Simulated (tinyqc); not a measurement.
What each parameter does: six-band Luttinger-Kohn model with strain.

Six-band Luttinger-Kohn model in the basis |3/2,3/2>, |3/2,1/2>, |3/2,-1/2>, |3/2,-3/2>, |1/2,1/2>, |1/2,-1/2>, electron energies, zero at the top of the unstrained valence band. H = -[rows: (P+Q, -S, R, 0, -S/r2, r2 R); (-S*, P-Q, 0, R, -r2 Q, r32 S); (R*, 0, P-Q, S, r32 S*, r2 Q); (0, R*, S*, P+Q, -r2 R*, -S*/r2); (-S*/r2, -r2 Q, r32 S, -r2 R, P+Dso, 0); (r2 R*, r32 S*, r2 Q, -S/r2, 0, P+Dso)], r2 = sqrt(2), r32 = sqrt(3/2). Levels are twofold.

P = c g1 k^2 - av tr(e); Q = c g2 (kx^2 + ky^2 - 2 kz^2) - (b/2)(exx + eyy - 2 ezz); R = c sqrt3 [-g2 (kx^2 - ky^2) + 2i g3 kx ky] + (sqrt3/2) b (exx - eyy) - i d exy; S = 2 c sqrt3 g3 (kx - i ky) kz - d (exz - i eyz); c = hbar^2/2m0, e the strain tensor (not engineering shear).

s11 = (C11 + C12)/((C11 - C12)(C11 + 2 C12)), s12 = -C12/((C11 - C12)(C11 + 2 C12)), s44 = 1/C44; exx = s11 sxx + s12 (syy + szz) and cyclic, exy = s44 sxy/2; tension is positive. A uniaxial stress X along the unit vector n is s_ij = X n_i n_j.

Constants: hbar^2/2m0 = 3.80998211 eV angstrom^2.

Parameters, chosen for this exercise (near those of Si; not measured data): Dso = 0.046 eV (spin-orbit splitting); g1 = 4.31 (Luttinger gamma1); g2 = 0.34 (gamma2); g3 = 1.45 (gamma3); av = 2.6 eV (valence hydrostatic potential); b = -2.04 eV (tetragonal shear potential); d = -4.69 eV (trigonal shear potential); C11 = 160.4 GPa; C12 = 65.9 GPa; C44 = 77 GPa; load = uniaxial [111] (kind of stress); X = -1.23 GPa (stress).

Edges at k = 0 under a uniaxial [111] stress X and the curvature mass of the top pair along [110] (step 0.0002 1/angstrom).

One parameter was then changed.

Results before and after:

| case | top (eV) | second (eV) | third (eV) | mass (m0) |
|---|---|---|---|---|
| base | 0.0225 | -0.0326 | -0.0687 | 0.144 |
| changed | 0.0160 | -0.0290 | -0.0659 | 0.145 |

Which of these changes was made? (a) X = -1.476 GPa; (b) g1 = 5.172; (c) b = -2.448 eV; (d) C44 = 92.4 GPa; (e) d = -5.628 eV; (f) g3 = 1.16; (g) C11 = 192.48 GPa.

Answer: (d) C44 = 92.4 GPa. Of the candidates, run in turn, only this one gives the changed row.

All candidates:

| case | top (eV) | second (eV) | third (eV) | mass (m0) |
|---|---|---|---|---|
| base | 0.0225 | -0.0326 | -0.0687 | 0.144 |
| b = -2.448 eV | 0.0225 | -0.0326 | -0.0687 | 0.144 |
| X = -1.476 GPa | 0.0282 | -0.0391 | -0.0746 | 0.143 |
| C44 = 92.4 GPa | 0.0160 | -0.0290 | -0.0659 | 0.145 |
| d = -5.628 eV | 0.0304 | -0.0369 | -0.0724 | 0.143 |
| g3 = 1.16 | 0.0225 | -0.0326 | -0.0687 | 0.156 |
| g1 = 5.172 | 0.0225 | -0.0326 | -0.0687 | 0.128 |
| C11 = 192.48 GPa | 0.0235 | -0.0315 | -0.0676 | 0.144 |

The Luttinger parameters multiply k^2 and cannot move the edges; av shifts all edges alike and leaves the mass.

Run: tinyqc, `OMP_NUM_THREADS=1 python tinyqc.py 1050040 1050041 out.jsonl`; Intel(R) Xeon(R) Processor @ 2.30GHz, one thread, shared host; about 0.2 s of CPU time with all checks.
